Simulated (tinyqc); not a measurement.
# From one set of inputs to another, one input at a time

Model: Haynes-Shockley experiment: drift, diffusion and decay of a minority-carrier pulse. Computed by tinyqc, a small Python program. Command: `OMP_NUM_THREADS=1 python tinyqc.py 3111408 3111409 out.jsonl haynes ladder`. One thread of a shared host (Intel(R) Xeon(R) Processor @ 2.30GHz), about 0.02 s of CPU time with the checks.

A thin sheet of excess carriers is made at x = 0, t = 0 in a long uniform bar; injection is low, so the pulse moves with the minority mobility.

The inputs printed are set A. Set A is modelled on holes in n-type silicon in a lightly doped bar; the values taken over come from a set modelled on electrons in p-type silicon in a lightly doped bar. Inputs not listed in the table keep their values of set A, so the rows need not describe a real material.

Inputs (values chosen for the exercise, modelled on holes in n-type silicon in a lightly doped bar):
```
quantity                       value         unit
minority mobility mu             463   cm^2/(V s)
lifetime tau                      27  microsecond
temperature T                    300            K
field F                           35         V/cm
distance d to the collector     0.26           cm
injected sheet density N0    4.1e+10       1/cm^2
```

Constants: k_B = 8.617333262e-05 eV/K.

Method:
- D = mu k_B T/e, v = mu F.
- Transit time d/v, diffusion length sqrt(D tau), drift length v tau, Peclet number v d/D = e F d/(k_B T).
- dn(x, t) = N0/sqrt(4 pi D t) exp(-(x - v t)^2/(4 D t) - t/tau).
- At fixed x the signal peaks where d ln(dn)/dt = 0: a t^2 + t/2 - x^2/(4 D) = 0 with a = v^2/(4 D) + 1/tau.
- The full width at half maximum is found by solving dn(x, t) = peak/2 on both sides of the peak.

Each row keeps all changes above it:
```
input moved                            from          to  time of the peak t_p (microsecond)  peak density (1/cm^3)  width at half maximum (microsecond)
set A                                     -           -                                15.9              4.623e+11                                 2.83
field F (V/cm)                           35         4.4                               104.8              4.376e+09                                48.33
injected sheet density N0 (1/cm^2)  4.1e+10  2000000000                               104.8              2.135e+08                                48.33
minority mobility mu (cm^2/(V s))       463        1200                                44.7              2.609e+09                                21.69
temperature T (K)                       300         330                                44.3              2.513e+09                                22.48
lifetime tau (microsecond)               27          19                                42.9              1.273e+09                                21.46
distance d to the collector (cm)       0.26        0.91                               152.7              1.508e+06                                40.56
```

Where does the difference come from?

Time of the peak t_p goes from 15.9 to 153, a factor 9.58 in all. The largest single move comes from field F (a factor 6.57), and minority mobility mu works against it (a factor 0.426). Peak density goes from 4.62e11 to 1.51e6, a factor 3.26e-6 in all. The largest single move comes from distance d to the collector (a factor 0.00118), and minority mobility mu works against it (a factor 12.2). Width at half maximum goes from 2.83 to 40.6, a factor 14.3 in all. The largest single move comes from field F (a factor 17.1), and minority mobility mu works against it (a factor 0.449). The single moves hold for this order of the switches; the total does not depend on the order.

Extremes, crossings and ranges named in words are read from the listed rows.
